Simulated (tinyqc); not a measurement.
Inside a calculation: electrons shared among three sets of ellipsoidal valleys. Values are carried at full precision from step to step, so a last printed digit may differ when a step is redone from the rounded ones.

Constants: hbar^2/2m0 = 3.80998211 eV angstrom^2; kB = 8.617333262e-05 eV/K.

Parameters, chosen for this exercise (masses and offsets near those of Si; mobilities are free inputs, held fixed; the results hold for these values, not for the real material):
```
symbol  value                     unit        meaning
ml      (0.931, 0.931, 1.675)     m0          longitudinal masses of Delta2, Delta4, L
mt      (0.1947, 0.1947, 0.1179)  m0          transverse masses
M       (2, 4, 4)                             valleys in each set
T       200                       K
dE      (0, 0.09, 0.856)          eV          edges of Delta2, Delta4, L above the first, the first two split by strain
n       2e+19                     1/cm^3      total electron density
mu      (1700, 1200, 560)         cm^2/(V s)  mobility of each set, for current in the plane normal to the Delta2 axis
```

## Masses of each set

One valley: m_d = (ml mt^2)^(1/3). Whole set: m_de = M^(2/3) m_d. Mean over three axes: 1/m_c = (1/ml + 2/mt)/3. Anisotropy K = ml/mt.

m_d, m_de, m_c (m0) and K of each set:
```
set        m_d    m_de     m_c      K
Delta2  0.3280  0.5207  0.2644   4.78
Delta4  0.3280  0.8265  0.2644   4.78
L       0.2855  0.7195  0.1708  14.21
```

m_de/m_c is 1.97 for Delta2, 3.13 for Delta4, 4.21 for L: many anisotropic valleys give many states at a light conductivity mass. m_c is the mean over three axes; a set that holds only some of the equivalent valleys conducts with a mass that depends on direction.

## Effective densities of states

N_i = M_i times N = 2 (m kB T/(4 pi c))^(3/2) with c = hbar^2/2m0, in 1/angstrom^3; times 1e24 for 1/cm^3, with m = (ml mt^2)^(1/3).

kT = 0.017235 eV

N_i (1/cm^3): Delta2 5.1322e+18, Delta4 1.0264e+19, L 8.3371e+18

## Fermi level and populations

F_j(eta) = (1/Gamma(j + 1)) integral_0^infinity x^j dx/(1 + exp(x - eta)), which tends to exp(eta) for eta << 0.

Solve n = sum_i N_i F_1/2((EF - dE_i)/kT), energies from the edge of the first set.

EF = 0.0446 eV

eta_i: Delta2 2.59, Delta4 -2.63, L -47.08

n_i (1/cm^3): Delta2 1.93e+19, Delta4 7.20e+17, L 0.0299

shares: Delta2 0.9640, Delta4 0.0360, L 0.0000

Delta2 holds most electrons (96.4 %). Boltzmann weights N_i exp(-dE_i/kT) would give Delta4 a share of 0.0107.

## Drift and Hall mobility of the mixture

With f_i the shares, mu_drift = sum f_i mu_i; low-field Hall mobility mu_H = sum f_i mu_i^2/mu_drift (scattering and anisotropy factors set to 1); the Hall density is n mu_drift/mu_H; rho = 1/(e n mu_drift), e = 1.602176634e-19 C.

mu_drift = 1682 cm^2/(V s)
mu_H = 1687 cm^2/(V s)
Hall density = 1.99e+19 1/cm^3
rho = 0.000186 ohm cm

A Hall measurement would read 99.7 % of the true density. The mobilities are of the size met in pure crystals; at this density impurities would cut them and raise rho, by a factor of two to ten or more depending on crystal and density.

## Checks

- Share of Delta4 at n = 1e10 1/cm^3 against the Boltzmann weight: both 0.01068.

tinyqc: `OMP_NUM_THREADS=1 python tinyqc.py 1681491 1681492 out.jsonl`; about 0.01 s, one thread, shared Intel(R) Xeon(R) Processor @ 2.30GHz.
